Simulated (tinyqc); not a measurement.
Worked calculation: electrons shared among three sets of ellipsoidal valleys. Values are carried at full precision from step to step, so a last printed digit may differ when a step is redone from the rounded ones.

Constants: hbar^2/2m0 = 3.80998211 eV angstrom^2; kB = 8.617333262e-05 eV/K.

Values chosen for the exercise (masses and offsets near those of InP; mobilities are free inputs, held fixed; the results hold for these values, not for the real material): ml = (0.081, 1.841, 1.363) m0 (longitudinal masses of Gamma, L, X); mt = (0.081, 0.1269, 0.2712) m0 (transverse masses); M = (1, 4, 3) (valleys in each set); T = 300 K; dE = (0, 0.679, 0.899) eV (edges of Gamma, L, X above the first); n = 3.1e+17 1/cm^3 (total electron density); mu = (4200, 400, 290) cm^2/(V s) (mobility of each set).

## Masses of each set

One valley: m_d = (ml mt^2)^(1/3). Whole set: m_de = M^(2/3) m_d. Mean over three axes: 1/m_c = (1/ml + 2/mt)/3. Anisotropy K = ml/mt.

m_d, m_de, m_c (m0) and K of each set:
```
set       m_d    m_de     m_c      K
Gamma  0.0810  0.0810  0.0810   1.00
L      0.3095  0.7799  0.1840  14.51
X      0.4645  0.9663  0.3700   5.03
```

m_de/m_c is 1.00 for Gamma, 4.24 for L, 2.61 for X: many anisotropic valleys give many states at a light conductivity mass. m_c is the mean over three axes; a set that holds only some of the equivalent valleys conducts with a mass that depends on direction.

## Effective densities of states

N_i = M_i times N = 2 (m kB T/(4 pi c))^(3/2) with c = hbar^2/2m0, in 1/angstrom^3; times 1e24 for 1/cm^3, with m = (ml mt^2)^(1/3).

kT = 0.025852 eV

N_i (1/cm^3): Gamma 5.7849e+17, L 1.7283e+19, X 2.3836e+19

## Fermi level and populations

F_j(eta) = (1/Gamma(j + 1)) integral_0^infinity x^j dx/(1 + exp(x - eta)), which tends to exp(eta) for eta << 0.

Solve n = sum_i N_i F_1/2((EF - dE_i)/kT), energies from the edge of the first set.

EF = -0.0113 eV

eta_i: Gamma -0.44, L -26.70, X -35.21

n_i (1/cm^3): Gamma 3.10e+17, L 4.38e+07, X 1.22e+04

shares: Gamma 1.0000, L 0.0000, X 0.0000

Gamma holds most electrons (100.0 %). Boltzmann weights N_i exp(-dE_i/kT) would give L a share of 0.0000.

## Drift and Hall mobility of the mixture

With f_i the shares, mu_drift = sum f_i mu_i; low-field Hall mobility mu_H = sum f_i mu_i^2/mu_drift (scattering and anisotropy factors set to 1); the Hall density is n mu_drift/mu_H; rho = 1/(e n mu_drift), e = 1.602176634e-19 C.

mu_drift = 4200 cm^2/(V s)
mu_H = 4200 cm^2/(V s)
Hall density = 3.10e+17 1/cm^3
rho = 0.00479 ohm cm

A Hall measurement would read 100.0 % of the true density. The mobilities are of the size met in pure crystals; at this density impurities would cut them and raise rho, by a factor of two to ten or more depending on crystal and density.

## Checks

- Share of L at n = 1e10 1/cm^3 against the Boltzmann weight: both 1.171e-10.

Run: tinyqc, `OMP_NUM_THREADS=1 python tinyqc.py 1682029 1682030 out.jsonl`; Intel(R) Xeon(R) Processor @ 2.30GHz, one thread, shared host; about 0.02 s of CPU time with all checks.
